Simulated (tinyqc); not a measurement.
# Trap density from one capacitance

Problem. Traps spread evenly through the insulator exchange electrons with the semiconductor by tunnelling, with tau(x) = t0 exp(2 ka x) at depth x from the interface. The admittance per area Y seen at depth x obeys dY/dx = -Y^2/(i w eps0 eox) + q Nb ln(1 + i w tau)/tau, with Y(0) = i w Cs and w = 2 pi f; the gate sees Y(tox) = G + i w C. Working variable y = Y/(i w), in uF/cm^2. Cox = eps0 eox/tox. Find Nb and G/w.

Inputs (values chosen for the exercise):
- eox = 8.22 (relative permittivity of the insulator)
- tox = 3 nm (insulator thickness)
- Cs = 6.3 uF/cm^2 (semiconductor capacitance in accumulation)
- ka = 4 1/nm (decay constant of the wave function in the insulator)
- t0 = 5e-11 s (time constant of a trap at the interface)
- f = 10000 Hz (frequency)

Constants: q = 1.602176634e-19 C, eps0 = 8.8541878128e-14 F/cm where lengths are in cm. Results are converted to the units shown.

C = 2.1291352 uF/cm^2

Answer. C rises steadily with Nb, so one density matches; in practice ka and t0 must come from the frequency dependence.

Nb = 6.400e19 cm^-3 eV^-1
G/w = 0.07932 uF/cm^2

Computed by the program tinyqc: `OMP_NUM_THREADS=1 python tinyqc.py 2202135 2202136 out.jsonl`, one thread of a shared Intel Xeon 2.30GHz, about 0.5 s for the whole run.
